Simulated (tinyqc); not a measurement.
## Ideality, saturation current and resistance from three points

Problem. Well above the saturation current a diode obeys V = n Vt ln(I/I0) + I Rs. Find n, Rs and I0.

Values chosen for this exercise: temperature T = 300 K.

Constants: q = 1.602176634e-19 C, kB = 1.380649e-23 J/K, Vt = kB T/q. Results are converted to the units shown.

currents (A): 3e-6  0.0003  0.03
voltages (V): 0.20772676  0.35786107  0.52063868

Solution. V is linear in the three unknowns n Vt, Rs and -n Vt ln I0, so three points give a linear system.

n = 1.260
Rs = 0.4300 ohm
I0 = 5.100e-9 A

tinyqc, about 0.01 s, one thread, Intel Xeon 2.30GHz (shared host): `OMP_NUM_THREADS=1 python tinyqc.py 2260010 2260011 out.jsonl`
